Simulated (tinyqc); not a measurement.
Sublattice potential against complex hopping: Haldane model. Computed by the program tinyqc. Command: `OMP_NUM_THREADS=1 python tinyqc.py 114546 114547 out.jsonl`; one thread of a shared host (Intel(R) Xeon(R) Processor @ 2.60GHz), about 0.1 s.

Honeycomb lattice:
```
parameter,value
t1 (eV),2.090000
t2 (eV),0.250000
phi (rad),-2.060000
```

H_AA = delta - 2 t2 sum cos(k.b + phi), H_BB = -delta - 2 t2 sum cos(k.b - phi), H_AB = -t1 (1 + exp(-i k.a1) + exp(-i k.a2)), b = a1, a2 - a1, -a2, m = 3 sqrt3 t2 sin(phi); the sign of the Chern number follows the orientation k1 then k2.

Gaps at the two valleys (eV) and Chern number of the lower band (12 x 12 mesh):
```
delta,gap 2|delta - m|,gap 2|delta + m|,Chern number
-2.064,1.835,6.421,0
-1.491,0.689,5.275,0
-0.688,0.917,3.669,1
0.000,2.293,2.293,1
0.459,3.211,1.375,1
0.860,4.013,0.573,1
1.433,5.159,0.573,0
2.293,6.879,2.293,0
```

Here |m| = 1.1467 eV. For |delta| < |m| the two valleys have masses of opposite sign and the Chern number is +/-1; one gap closes at |delta| = |m|, and beyond it the band is trivial.
